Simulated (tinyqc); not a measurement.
Inside a calculation. Method: Hubbard chain of 4 sites. One step of it, computed by the program tinyqc.

Question. Mean-field iteration 3. H(up) = T + U n(down), H(down) = T + U n(up); fill the lowest levels; n(new) = n + mixing (n(out) - n); E = tr T (rho up + rho down) + U sum n_up n_down of the output.

one-body matrix (hopping and site energies) (eV):
```
           1          2          3          4
1  -0.930000  -1.080000   0.000000   0.000000
2  -1.080000   0.500000  -1.080000   0.000000
3   0.000000  -1.080000   0.960000  -1.080000
4   0.000000   0.000000  -1.080000   0.510000
```

U = 2.100000 eV

electrons, up and down: 2  2

mixing = 0.500000

n(up) after iteration 2: 1 0.930082, 2 0.164881, 3 0.766858, 4 0.138179

n(down) after iteration 2: 1 0.295501, 2 0.687864, 3 0.155113, 4 0.861521

Give: levels, up; levels, down; energy; n(up) after iteration 3; n(down) after iteration 3.

Answer.

levels, up (eV): -0.8543  0.3480  2.3506  3.3957

levels, down (eV): -0.4774  0.4069  1.7850  3.5254

energy = -1.9436 eV

n(up) after iteration 3: 1 0.9152, 2 0.2066, 3 0.7158, 4 0.1625

n(down) after iteration 3: 1 0.3587, 2 0.6250, 3 0.1893, 4 0.8270
